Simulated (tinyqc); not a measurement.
# Resistance of a tapered via with liner, size effect and interface: several studies

A round via whose diameter grows from db at the bottom as D(z) = db + 2 z/tan(ang). The fill, of diameter D - 2 tl, starts above the bottom liner (thickness fb tl) and has rho = rho0 (1 + ks lam/(D - 2 tl)); the sidewall liner conducts in parallel with it. The bottom liner and the interface are crossed over the full area pi db^2/4. Spreading in the lines above and below is left out.

Parameters, values chosen for the exercise; fill metal close to molybdenum:
```
symbol    value      unit                                                meaning
db           14        nm                                 diameter at the bottom
hv           46        nm                                                 height
ang          88   degrees                                         sidewall angle
rho0       5.24   uohm cm                           bulk resistivity of the fill
lam        11.3        nm                             mean free path of the fill
ks          0.9                                               size-effect factor
tl          0.6        nm                                  liner on the sidewall
fb          0.5                    liner at the bottom over that on the sidewall
rl          210   uohm cm                               resistivity of the liner
ri      5.2e-13  ohm cm^2                    interface resistivity at the bottom
Sb       1.3e15     S/m^2   ballistic conductance per area, about 3/(4 rho0 lam)
rho2       1.72   uohm cm  bulk resistivity of the second fill (close to copper)
lam2       39.4        nm                                     its mean free path
tl2         2.9        nm                                              its liner
```

Each table varies one quantity; the others keep the values above.

## Via resistance against the diameter at the bottom

Slices between z0 = fb tl and hv, evaluated at their midpoints: conductance per length pi/4 [(D - 2 tl)^2/rho + (D^2 - (D - 2 tl)^2)/rl], slice resistance = slice height over that. 2000 slices. R_fill = sum of the slices; R_bottom = rl fb tl/(pi db^2/4); R_interface = ri/(pi db^2/4); ballistic (Sharvin) limit 1/(Sb pi (db - 2 tl)^2/4); ideal cylinder rho0 hv/(pi db^2/4).

Via resistance against the diameter at the bottom:

| db (nm) | R_fill (ohm) | R_bottom (ohm) | R_interface (ohm) | R (ohm) | ballistic limit (ohm) | R over ideal cylinder | largest part |
|---|---|---|---|---|---|---|---|
| 6 | 206.0 | 22.28 | 1.839 | 230.1 | 42.51 | 2.699 | fill |
| 8.3 | 90.10 | 11.64 | 0.9611 | 102.7 | 19.43 | 2.305 | fill |
| 11 | 45.05 | 6.629 | 0.5472 | 52.22 | 10.20 | 2.059 | fill |
| 16 | 18.45 | 3.133 | 0.2586 | 21.84 | 4.471 | 1.822 | fill |
| 22 | 8.844 | 1.657 | 0.1368 | 10.64 | 2.264 | 1.678 | fill |
| 30 | 4.401 | 0.8913 | 0.07356 | 5.366 | 1.181 | 1.573 | fill |
| 42 | 2.101 | 0.4547 | 0.03753 | 2.593 | 0.5884 | 1.490 | fill |
| 58 | 1.049 | 0.2384 | 0.01968 | 1.307 | 0.3036 | 1.432 | fill |
| 80 | 0.5309 | 0.1253 | 0.01035 | 0.6666 | 0.1577 | 1.390 | fill |

R falls from 230 to 0.667 ohm. The fill is the largest part at db = 6 and in all other rows. R goes as db^(-2.49) between the first two rows and db^(-2.09) between the last two; area alone gives -2.

## Via resistance against the liner on the sidewall

Same model as above.

2000 slices.

The same in every row: R_interface (ohm) = 0.3378.

Results:

| tl (nm) | R_fill (ohm) | R_bottom (ohm) | R (ohm) | ballistic limit (ohm) | R over ideal cylinder | largest part |
|---|---|---|---|---|---|---|
| 0 | 21.12 | 0 | 21.46 | 4.997 | 1.371 | fill |
| 0.6 | 25.27 | 4.093 | 29.70 | 5.978 | 1.897 | fill |
| 1.1 | 29.70 | 7.503 | 37.54 | 7.034 | 2.397 | fill |
| 1.7 | 36.65 | 11.60 | 48.59 | 8.717 | 3.103 | fill |
| 2.3 | 46.21 | 15.69 | 62.24 | 11.08 | 3.975 | fill |
| 3.4 | 75.45 | 23.19 | 98.98 | 18.89 | 6.321 | fill |
| 4 | 102.7 | 27.28 | 130.3 | 27.21 | 8.320 | fill |

Estimate the missing row, tl = 2.9 nm.

Computed row:

| tl (nm) | R_fill (ohm) | R_bottom (ohm) | R (ohm) | ballistic limit (ohm) | R over ideal cylinder | largest part |
|---|---|---|---|---|---|---|
| 2.9 | 59.69 | 19.78 | 79.81 | 14.57 | 5.097 | fill |

With this row back in the table: R rises from 21.5 to 130 ohm. The fill is the largest part at tl = 0 and in all other rows. The share of the two bottom terms goes from 1.57 to 21.2 %.

## Two fill metals against the diameter

2000 slices. R_fill = sum of the slices; R_bottom = rl fb tl/(pi db^2/4); R_interface = ri/(pi db^2/4). The second fill has rho2, lam2 and tl2 in place of rho0, lam and tl.

Two fill metals against the diameter:

| db (nm) | R, first fill (ohm) | R, second fill (ohm) | ratio second/first |
|---|---|---|---|
| 8.5 | 96.92 | 461.0 | 4.757 |
| 12 | 42.54 | 112.4 | 2.642 |
| 17 | 19.02 | 35.62 | 1.873 |
| 24 | 8.766 | 13.70 | 1.563 |
| 35 | 3.838 | 5.414 | 1.410 |
| 49 | 1.867 | 2.508 | 1.344 |
| 70 | 0.8806 | 1.150 | 1.306 |
| 100 | 0.4197 | 0.5396 | 1.286 |

The ratio goes from 4.76 to 1.29. The first fill gives the lower R in every row.

tinyqc, about 0.01 s, one thread, Intel Xeon 2.30GHz (shared host): `OMP_NUM_THREADS=1 python tinyqc.py 2750203 2750204 out.jsonl`
